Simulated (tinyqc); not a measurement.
Inside a calculation. Model: two-dimensional dopant profile at a mask edge: lateral junction, overlap and effective channel length. Computed by tinyqc, a small Python program that keeps every step. Command: `OMP_NUM_THREADS=1 python tinyqc.py 3031565 3031566 out.jsonl lateral walk`. One thread of a shared host (Intel(R) Xeon(R) Processor @ 2.30GHz), about 0.02 s of CPU time with the checks. Intermediate numbers are printed to about 5 digits and carried at full precision; extremes and crossings named in words are read from the listed rows.

Ions enter for y < 0; the mask (spacer, then gate) covers y > 0. x is the depth. The surface reflects dopant during the anneal.

Inputs (values chosen for the exercise, modelled on a source-drain extension in silicon):
```
quantity               value    unit
dose Q               2.7e+15  1/cm^2
projected range R_p       10      nm
vertical straggle          4      nm
lateral straggle         3.4      nm
anneal budget D t      4e-13    cm^2
channel doping C_B   3.4e+18  1/cm^3
gate length L_g          110      nm
offset spacer            3.6      nm
oxide thickness          4.5      nm
```

Constants: eps_0 = 8.8541878128e-12 F/m.

## Widths and vertical profile

Widths s_x^2 = (vertical straggle)^2 + 2 D t, s_y^2 = (lateral straggle)^2 + 2 D t. C(x, y) = V(x) (1/2) erfc(y/(sqrt2 s_y)), V(x) = Q/(sqrt(2 pi) s_x) [exp(-(x - R_p)^2/(2 s_x^2)) + exp(-(x + R_p)^2/(2 s_x^2))]; 1 nm = 1e-7 cm. The vertical junction far from the mask solves V(x) = C_B.

s_x = 9.7980 nm

s_y = 9.5687 nm

V at the surface = 1.3061e+21 1/cm^3

V at R_p = 1.2362e+21 1/cm^3

vertical junction x_j = 43.310 nm

Caution: the peak exceeds usual solubilities, so part of the dose is inactive and diffusion is concentration dependent.

## Lateral junction at the surface

The lateral junction at depth x solves C = C_B: y_j(x) = sqrt2 s_y erfc^-1(2 C_B/V(x)). Overlap under the gate = y_j(0) - spacer; metallurgical channel L_met = L_g - 2 overlap (tails from the two sides are not added). Abruptness at y_j(0) in nm per decade = ln(10) s_y sqrt(pi/2) exp(u^2) erfc(u), u = y_j/(sqrt2 s_y). Overlap capacitance per width = 3.9 eps_0 overlap/t_ox (zero if there is no overlap).

lateral junction y_j(0) = 26.735 nm

ratio y_j(0)/x_j = 0.61729

overlap = 23.135 nm

metallurgical channel L_met = 63.731 nm

lateral abruptness = 7.1250 nm/decade

overlap capacitance = 0.17753 fF/um

The two overlaps take 42 % of the gate length.

## Junction contour

The lateral junction at depth x solves C = C_B: y_j(x) = sqrt2 s_y erfc^-1(2 C_B/V(x)). Depths are 0, 0.15, 0.3, 0.45, 0.6, 0.75, 0.9 and 0.97 of x_j.

Contour:
```
x/x_j  x (nm)  V (1/cm^3)  y_j (nm)
0.00    0.000  1.3061e+21    26.735
0.15    6.496  1.2977e+21    26.715
0.30   12.993  1.1193e+21    26.254
0.45   19.489  6.9965e+20    24.741
0.60   25.986  2.9177e+20    21.705
0.75   32.482  7.9128e+19    16.432
0.90   38.979  1.3860e+19     6.596
0.97   42.010  5.2901e+18    -3.499
```

The contour reaches furthest, 26.73 nm, at x/x_j = 0 among these rows, at the surface. It crosses the mask edge where V = 2 C_B.

## What the anneal budget does

x_j solves V(x) = C_B. Budgets are multiples of the given D t (at 0 the mirror term is kept, which overstates V(0) as implanted); those with V(0) not above 2.5 C_B are left out.

Junctions (nm):
```
multiple     s_x     s_y     x_j  y_j(0)  y_j/x_j   L_met
0.0        4.000   3.400   24.61   7.436  0.30210  102.33
0.1        4.899   4.423   27.63  11.057  0.40024   95.09
0.3        6.325   5.963   32.30  16.091  0.49816   85.02
1.0        9.798   9.569   43.31  26.735  0.61729   63.73
2.0       13.266  13.098   53.91  36.314  0.67359   44.57
4.0       18.330  18.209   68.94  49.358  0.71601   18.48
8.0       25.612  25.526   90.02  66.945  0.74369  -16.69
16.0      36.000  35.938  119.48  90.484  0.75731  -63.77
```

The ratio y_j/x_j goes from 0.30 to 0.76: as implanted, x_j includes R_p and y_j only the lateral straggle; after long diffusion both scale roughly with sqrt(D t) as long as V(0) stays far above C_B, and the ratio stays below 1 because the edge starts from half the concentration and an erfc falls faster than the Gaussian. L_met is negative in the rows beyond a multiple of 4: source and drain merge.

Checks made by the program: lateral profile against the convolution of a step with a Gaussian (relative difference below 1e-10).
